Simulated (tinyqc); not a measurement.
## Box-like doped layer, carriers, mobility and sheet resistance with incomplete ionisation: effect of the peak chemical concentration

An n-type layer from the surface x = 0 to the junction xj, N(x) = N0 for x < xb and N0 10^(-(x - xb)/Lt) beyond. Local neutrality (no depletion at surface or junction, no spilling of carriers), intrinsic carriers neglected, Boltzmann statistics.

xj = xb + Lt log10(N0/Nb). Active dopant A = min(N, Ns); n solves n (n + Nb)/(A - Nb - n) = K, K = (NB/gd) exp(-E/Vt), E = max(Ei - ks A^(1/3), 0), so n = 2 K (A - Nb)/[Nb + K + sqrt((Nb + K)^2 + 4 K (A - Nb))]; mobility mu = m1 + (m2 (T/300 K)^(-bt) - m1)/(1 + ((A + Nb)/Nr)^am). Dose = integral of N, carrier sheet density = integral of n, 1/Rs = q integral of n mu, mean mobility 1/(q Rs sheet density), Hall mobility (unit Hall factor) = integral of n mu^2 over integral of n mu, Hall sheet density = (integral of n mu)^2/integral of n mu^2; all from 0 to xj. Integrals on 4000 steps.

Parameters, values chosen for the exercise; values close to those of phosphorus in silicon over a p-type background:

| symbol | value | unit | meaning |
|---|---|---|---|
| T | 250 | K | temperature |
| Nb | 5.6e14 | cm^-3 | background doping of the opposite type |
| m1 | 67.7 | cm^2/(V s) | mobility limit at high doping |
| m2 | 1420 | cm^2/(V s) | mobility limit at low doping, at 300 K |
| Nr | 9.24e16 | cm^-3 | reference doping of the mobility law |
| am | 0.724 |  | exponent of the mobility law |
| bt | 1.8 |  | temperature exponent of m2 |
| Ns | 3.98e20 | cm^-3 | solubility limit of active dopant |
| NB | 2.11e19 | cm^-3 | conduction-band density of states at T |
| Ei | 0.0435 | eV | ionisation energy in the dilute limit |
| gd | 2 |  | degeneracy factor of the level |
| ks | 5.3e-9 | eV cm | lowering of Ei per N^(1/3) |
| xb | 120 | nm | depth of the flat top |
| Lt | 6.8 | nm/decade | abruptness of the tail |

Constants: q = 1.602176634e-19 C, kB = 1.380649e-23 J/K, Vt = kB T/q. Results are converted to the units shown.

Results:
columns A: N0 (cm^-3); B: xj (nm); C: dose (cm^-2); D: carriers (cm^-2); E: Rs (ohm/square); F: mean mobility (cm^2/(V s)); G: Rs xj (ohm nm); H: Hall/true sheet density
```
A           B         C         D        E      F        G       H
5.6e15  126.8  6.869e10  6.136e10  5.854e4   1738  7.423e6   1.000
1.2e16  129.1  1.474e11  1.390e11  2.787e4   1611  3.597e6  0.9999
2.7e16  131.4  3.318e11  3.189e11  1.383e4   1416  1.817e6  0.9995
5.9e16  133.8  7.253e11  6.925e11     7668   1175  1.026e6  0.9984
1.3e17  136.1  1.598e12  1.479e12     4645  908.3  6.322e5  0.9958
6.2e17  140.7  7.623e12  5.964e12     2283  458.5  3.212e5  0.9792
1.4e18  143.1  1.721e13  1.148e13     1764  308.1  2.525e5  0.9606
3e18    145.4  3.689e13  2.034e13     1424  215.4  2.070e5  0.9379
```

Estimate the missing row, N0 = 2.8e17 cm^-3.

Computed row:
columns A: N0 (cm^-3); B: xj (nm); C: dose (cm^-2); D: carriers (cm^-2); E: Rs (ohm/square); F: mean mobility (cm^2/(V s)); G: Rs xj (ohm nm); H: Hall/true sheet density
```
A           B         C         D     E      F        G       H
2.8e17  138.4  3.443e12  2.996e12  3137  664.2  4.340e5  0.9903
```

With this row back in the table: As N0 goes from 5.6e15 to 3e18, xj rises from 127 to 145 nm, Rs falls from 58500 to 1420 ohm/square, the mean mobility falls from 1740 to 215 cm^2/(V s) and the share of the dose that conducts goes from 89.3 through a maximum of 96.1 (at N0 = 2.7e16 among the rows listed) to 55.1 %. Rs goes as dose^(-0.97) at the low end and dose^(-0.28) at the high end; constant mobility and activation would give -1.

Numbers from tinyqc (`OMP_NUM_THREADS=1 python tinyqc.py 2110139 2110140 out.jsonl`; about 0.01 s on one thread of a shared Intel Xeon 2.30GHz).
